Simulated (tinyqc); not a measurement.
Signal and retention of a DRAM cell: two steps of the calculation.

A stored one starts at Vd and leaks: Cs dV/dt = -I(V), I = a sqrt((V + Vb)/(Vd + Vb)) + b, with a = Ig exp[-(Eg1 q/kB)(1/T - 1/T0)] (generation in a depletion layer) and b = Is exp[-(Es q/kB)(1/T - 1/T0)]. The bit line is precharged to Vd/2, and charge sharing gives the signal (V - Vd/2) Cs/(Cs + Cb).

Parameters, values chosen for the exercise:
```
symbol,value,unit,meaning
Vd,1.2,V,array voltage
Cs,23,fF,cell capacitance
Cb,64,fF,bit-line capacitance
dm,65,mV,smallest signal that the sense amplifier resolves
sg,0.57,,deviation of ln(retention time) over the cells
Nc,1.72e10,,cells
tr,64,ms,refresh interval
```

Constants: q = 1.602176634e-19 C. Results are converted to the units shown.

Question 1. Signal and margin. The cell fails below Vc = Vd/2 + dm (Cs + Cb)/Cs.

Give: transfer ratio; signal of a fresh one; Vc; charge that may be lost; the same in electrons.

Answer 1.

transfer ratio = 0.26437
signal of a fresh one = 158.62 mV
Vc = 0.84587 V
charge that may be lost = 8.1450 fC
the same in electrons = 50837

Question 2. Failing cells. This time is the median of a log-normal spread: failing cells = Nc erfc(z/sqrt 2)/2, z = ln(t/tr)/sg. One failure is expected at the interval where that count equals 1.

retention time = 1.2499050 s

Wanted: z; failing cells; interval for one failure.

Answer 2.

z = 5.214
failing cells = 1590
interval for one failure = 31.74 ms

The weakest cell of the array lies about 6.44 deviations out, a factor of 39.4 below the median; the chosen interval is longer than that time.

Range of the model: Real arrays also hold a tail of unusually leaky cells and cells whose retention varies in time, which this model lacks.

Numbers from tinyqc (`OMP_NUM_THREADS=1 python tinyqc.py 2130101 2130102 out.jsonl`; about 0.01 s on one thread of a shared Intel Xeon 2.30GHz).
